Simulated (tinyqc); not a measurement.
Changing the edge of the cubic cell L: correction of a charged-defect supercell by a model charge and potential alignment (plane-averaged potentials). Computed by tinyqc, a small Python program. Command: `OMP_NUM_THREADS=1 python tinyqc.py 3113465 3113466 out.jsonl align sweep`. One thread of a shared host (Intel(R) Xeon(R) Processor @ 2.30GHz), about 0.04 s of CPU time with the checks.

The "true" defect charge is (1 - x) q in a Gaussian of width sigma plus x q in one of width sigma_t, so the exact answer is known; the correction sees only a single model Gaussian of width sigma_m. A Gaussian of width s has the transform rho(G) = exp(-G^2 s^2/2), normalised to 1. A uniform background cancels q, so G = 0 is left out. Potentials are those felt by a unit positive charge. E_0 is the formation energy of the isolated defect, E_cell its value in the supercell, E_lat = E_iso - E_per of the model charge, C the true less the model potential far from the defect; the exact correction is E_0 - E_cell, and the error of a scheme is E_cell plus its correction less E_0.

Inputs (values chosen for the exercise, with screening close to that of silicon): defect charge q = 1 e; dielectric constant eps = 11.3; width sigma of the true defect charge = 1.5 angstrom; width sigma_m of the model charge = 1.1 angstrom; share x of the charge in a wide tail = 0.11; width sigma_t of the tail = 3.2 angstrom; formation energy of the isolated defect E_0 = 3.63 eV.

Constants: e^2/(4 pi eps_0) = 14.39964548 eV angstrom.

Method:
- Periodic energy E_per = (2 pi q^2/(eps L^3)) (e^2/(4 pi eps_0)) sum_(G != 0) rho(G)^2/G^2, G = (2 pi/L)(n1, n2, n3), |n_i| <= 16. Isolated energy: two Gaussians of charges q_a, q_b and widths a, b interact by q_a q_b (e^2/(4 pi eps_0 eps)) sqrt(2/pi)/sqrt(a^2 + b^2), and the self-energy is half the sum over pairs.
- Supercell value E_cell = E_0 + E_per - E_iso for the true charge.
- E_lat = E_iso - E_per for the model charge; point-charge value alpha q^2 e^2/(4 pi eps_0 eps 2 L) with alpha = 2.837297.
- Plane-averaged potential at distance z from the defect: V(z) = (4 pi q/(eps L^3)) (e^2/(4 pi eps_0 e)) sum_(m != 0) rho(G_m) cos(G_m z)/G_m^2, G_m = 2 pi m/L, |m| <= 40.
- C = difference at z = L/2; E_corr = E_cell + E_lat - q C. For charges that have died out at L/2, C = (2 pi q/(eps L^3)) (e^2/(4 pi eps_0 e)) (<s^2> - sigma_m^2), <s^2> = (1 - x) sigma^2 + x sigma_t^2.

One run for each value; columns: (1) edge of the cubic cell L (angstrom); (2) exact correction (eV); (3) error with the point-charge term alone (meV); (4) alignment C (V); (5) error with alignment (rounded to 1e-4 meV) (meV):
```
(1)      (2)     (3)        (4)     (5)
16   0.10687  6.1148  0.0036627  0.0868
18   0.09614  4.2954  0.0026090  0.0252
20   0.08726  3.1315  0.0019136  0.0069
22   0.07982  2.3527  0.0014412  0.0017
24   0.07351  1.8122  0.0011110  0.0004
```

Over the rows, exact correction (eV) falls from 0.107 to 0.0735 (exponent d ln y / d ln x about -0.92 throughout); error with the point-charge term alone (meV) falls from 6.11 to 1.81 (exponent d ln y / d ln x about -3.0 throughout); alignment C (V) falls from 0.00366 to 0.00111 (exponent d ln y / d ln x about -2.9 throughout). At the high end the exponent of exact correction is -0.95, close to -1: the point-charge term. The exponent of error with the point-charge term alone stays at -3: the next term after the point charge. The exponent of alignment C stays between -2.99 and -2.88, near -3: a second moment over the volume.  Left out: 14.0 (the charge overlaps its images). Left out: 26.0, 28.0 (the model charge is too narrow for the reciprocal sum).
